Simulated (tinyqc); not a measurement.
A run and its error bars: classical Heisenberg spin chain: exact results, Metropolis, heat-bath and over-relaxation steps, and a Monte Carlo run. Computed by tinyqc, a small Python program. Command: `OMP_NUM_THREADS=1 python tinyqc.py 3130531 3130532 out.jsonl heismc walk`. One thread of a shared host (Intel(R) Xeon(R) Processor @ 2.30GHz), about 0.2 s of CPU time with the checks.

E = -J sum_i s_i . s_(i+1) for unit vectors s_i on an open chain; K = J/(k_B T).

Inputs (values chosen for the exercise, for a model chain of large moments):
```
quantity                     value  unit
coupling J                    -6.3   meV
temperature T                 11.9     K
moment mu                      4.5  mu_B
length N of the open chain      16     -
seed                        934065     -
```

Update: heat bath with over-relaxation.

Constants: k_B = 8.617333262e-05 eV/K; mu_B = 5.7883818060e-05 eV/T.

Method:
- Each bond angle is independent, so u = <s_i . s_(i+1)> = coth K - 1/K, <s_i . s_(i+n)> = u^n, correlation length xi = -1/ln|u|, energy per bond -J u, heat capacity per bond c/k_B = 1 - K^2/sinh^2 K, and for the long chain chi = mu^2 (1 + u)/(3 k_B T (1 - u)) per spin.
- For N spins, <|sum s|^2>/N = (1 + u)/(1 - u) - 2 u (1 - u^N)/(N (1 - u)^2); the long chain has (1 + u)/(1 - u), chi over the Curie value, and the difference is relative to it.
- From the ordered state (alternating for J < 0), with each spin drawn from exp(h . s), h = K x sum of neighbours, 200 sweeps are discarded and 1600 recorded (even and odd sites in turn, each heat-bath sweep followed by two sweeps of reflections; random numbers not printed, so these rows are one sample). Errors are the scatter of block means over sqrt(number of blocks).

K = -6.14357

u = -0.837237

<|sum s|^2>/N = 0.117789

Blocking:
```
block length  mean bond product      error  <|sum s|^2>/N      error
1                      -0.83601  0.0010524        0.11880  0.0025277
4                      -0.83601  0.0012094        0.11880  0.0024482
16                     -0.83601  0.0012576        0.11880  0.0026204
40                     -0.83601  0.0012635        0.11880  0.0024700
80                     -0.83601  0.0011097        0.11880  0.0025355
```

What does the comparison show, and why?

With blocks of 40 the bond product is 1.0 error bars from the exact u = -0.8372, and <|sum s|^2>/N is 0.4 from the exact 0.118. Blocking to 40 changes the two errors by factors 1.2 and 1.0.
